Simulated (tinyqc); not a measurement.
Trap density from one capacitance.

Inverse problem. Traps spread evenly through the insulator exchange electrons with the semiconductor by tunnelling, with tau(x) = t0 exp(2 ka x) at depth x from the interface. The admittance per area Y seen at depth x obeys dY/dx = -Y^2/(i w eps0 eox) + q Nb ln(1 + i w tau)/tau, with Y(0) = i w Cs and w = 2 pi f; the gate sees Y(tox) = G + i w C. Working variable y = Y/(i w), in uF/cm^2. Cox = eps0 eox/tox. Find Nb and G/w.

Values chosen for this exercise:
- eox = 8.49 (relative permittivity of the insulator)
- tox = 6.6 nm (insulator thickness)
- Cs = 2.1 uF/cm^2 (semiconductor capacitance in accumulation)
- ka = 4 1/nm (decay constant of the wave function in the insulator)
- t0 = 2e-11 s (time constant of a trap at the interface)
- f = 1000 Hz (frequency)

Constants: q = 1.602176634e-19 C, eps0 = 8.8541878128e-14 F/cm where lengths are in cm. Results are converted to the units shown.

C = 0.80206255 uF/cm^2

Answer. C rises steadily with Nb, so one density matches; in practice ka and t0 must come from the frequency dependence.

Nb = 9.70e18 cm^-3 eV^-1
G/w = 0.00831 uF/cm^2

Program tinyqc, `OMP_NUM_THREADS=1 python tinyqc.py 2202234 2202235 out.jsonl`; Intel Xeon 2.30GHz, shared host, one thread, about 0.4 s.
